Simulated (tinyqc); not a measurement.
Strained alloy layer of GaSb and GaAs on (001) InP, model-solid band line-up: one step of the calculation.

The layer is x parts of the first compound and 1 - x of the second, grown coherently on the third as substrate and barrier. Rows of the table: lattice constant a, average valence level Ea on an absolute scale, spin-orbit splitting so, gaps at Gamma, X and L, hydrostatic deformation potentials av and ac (Gamma), shear potential b, elastic constants, electron and heavy-hole (along z) masses. All are interpolated linearly in x; gaps get -C x (1 - x), taken wholly in the conduction band; real line-ups can differ from this model by 0.1 eV or more.

Task. Electron to heavy-hole transition of the well. In-plane strain e = (a_substrate - a)/a, e_z = -2 (c12/c11) e, volume change 2 e + e_z. With v = 2 e + e_z and d = 2 b (e_z - e): Eav = Ea + av v; E_hh = Eav + so/3 - d/2; E_lh = Eav - so/6 + d/4 + sqrt(so^2 + so d + 9 d^2/4)/2; E_c = Ea + so/3 + EG + ac v (Gamma). Substrate: E_v = Ea + so/3, E_c = E_v + EG. Well depths: dEc = E_c(substrate) - E_c, dEhh = E_hh - E_v(substrate), dElh likewise; strained Gamma gap E_c - max(E_hh, E_lh); positive values confine carriers in the layer.

Lowest level of a finite well of width Lw and depth V: kw Lw/2 = arctan(sqrt((mw/mb)(V - E)/E)), kw = sqrt(mw E/C), C = hbar^2/(2 m0), for electrons (dEc) and heavy holes (dEhh), mb from the substrate; transition E_c - E_hh + both levels, without exciton binding; wavelength h c/E.

Values chosen for this exercise:

| symbol | value | unit | meaning |
|---|---|---|---|
| x | 0.42 |  | fraction of the first compound in the layer |
| CG | 1.43 | eV | bowing of the Gamma gap |
| CX | 1.2 | eV | bowing of the X gap |
| CL | 1.2 | eV | bowing of the L gap |
| Lw | 10.5 | nm | layer thickness |

Constants: q = 1.602176634e-19 C, hbar = 1.054571817e-34 J s, h = 6.62607015e-34 J s, m0 = 9.1093837015e-31 kg, c = 299792458 m/s, hbar^2/(2 m0) = 0.0380998212 eV nm^2. Results are converted to the units shown.

Binary compounds, values chosen for the exercise:
```
	close to GaSb	close to GaAs	close to InP
a (angstrom)	6.096	5.653	5.869
Ea (eV)	-6.25	-6.92	-7.04
so (eV)	0.771	0.34	0.11
EG (eV)	0.73	1.43	1.34
EX (eV)	1.04	1.91	2.16
EL (eV)	0.818	1.7	1.93
av (eV)	0.78	1.18	1.27
ac (eV)	-6.94	-7.07	-4.98
b (eV)	-1.97	-1.72	-1.69
c11 (GPa)	87.8	118	102
c12 (GPa)	40.5	53.6	56.8
me (m0)	0.0391	0.0661	0.08
mh (m0)	0.248	0.346	0.528
```

Find: electron mass in the layer; heavy-hole mass in the layer; electron level; heavy-hole level; transition energy; wavelength.

Result.

electron mass in the layer = 0.054760 m0
heavy-hole mass in the layer = 0.30484 m0
electron level = 18.281 meV
heavy-hole level = 8.8873 meV
transition energy = 0.78800 eV
wavelength = 1573.4 nm

The light-hole band lies above the heavy-hole one here, so this need not be the lowest transition.

Computed by the program tinyqc: `OMP_NUM_THREADS=1 python tinyqc.py 2690171 2690172 out.jsonl`, one thread of a shared Intel Xeon 2.30GHz, about 0.01 s for the whole run.
